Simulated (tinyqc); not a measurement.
Plane-wave Kohn-Sham cycle with exchange-only LDA in a layered model solid, step by step. Computed by tinyqc, a small Python program that keeps every step. Settings: points = 16, plane-wave index or count = 3, electrons = 4, k points = 3, area = 9.0, mixing = 1.0, iteration cap = 59. Command: `OMP_NUM_THREADS=1 python tinyqc.py 22468 22469 out.jsonl` (the two numbers bound the seeds that draw the settings). One thread of a shared host (Intel(R) Xeon(R) Processor @ 2.60GHz), about 0.02 s of CPU time with the checks.

A solid whose potential varies along x alone (atomic units):

| parameter | value |
|---|---|
| period a | 10.600000 |
| cross-section of the cell | 9.000000 |
| electrons per cell | 4 |
| grid points | 16 |
| plane waves -n..n, n | 3 |
| k points | 3 |
| V1 in V1 cos(2 pi x/a) | -0.600000 |

Stop when sqrt(dV sum R^2) is below 1e-8, dV = a A/N.

Course of the cycle:

| iteration | E (hartree) | norm of the residual |
|---|---|---|
| 1 | -1.73496462 | 3.64e-01 |
| 2 | -4.84983820 | 7.66e-01 |
| 3 | -9.35922982 | 8.57e-01 |
| 4 | -7.07424057 | 8.70e-01 |
| 5 | -9.76732813 | 8.71e-01 |
| 6 | -7.09051615 | 8.71e-01 |
| 7 | -9.77036516 | 8.71e-01 |
| 8 | -7.09066159 | 8.71e-01 |
| 9 | -9.77039326 | 8.71e-01 |
| 10 | -7.09066297 | 8.71e-01 |
| 11 | -9.77039353 | 8.71e-01 |
| ... | ... | ... |
| 49 | -9.77039353 | 8.71e-01 |
| 50 | -7.09066298 | 8.71e-01 |
| 51 | -9.77039353 | 8.71e-01 |
| 52 | -7.09066298 | 8.71e-01 |
| 53 | -9.77039353 | 8.71e-01 |
| 54 | -7.09066298 | 8.71e-01 |
| 55 | -9.77039353 | 8.71e-01 |
| 56 | -7.09066298 | 8.71e-01 |
| 57 | -9.77039353 | 8.71e-01 |
| 58 | -7.09066298 | 8.71e-01 |
| 59 | -9.77039353 | 8.71e-01 |

Can the last value be used, and what does the course show?

Not by the stop rule. Not converged within 59 iterations: the residual has stopped falling: the iteration swings between two states. Reruns (cap 100 unless said): mixing 0.1: not converged; mixing 0.5, Kerker q0 1.0: not converged; mixing 0.3, Pulay depth 5: converged in 15 (E = -0.99622); the original settings with a cap of 400: not converged.
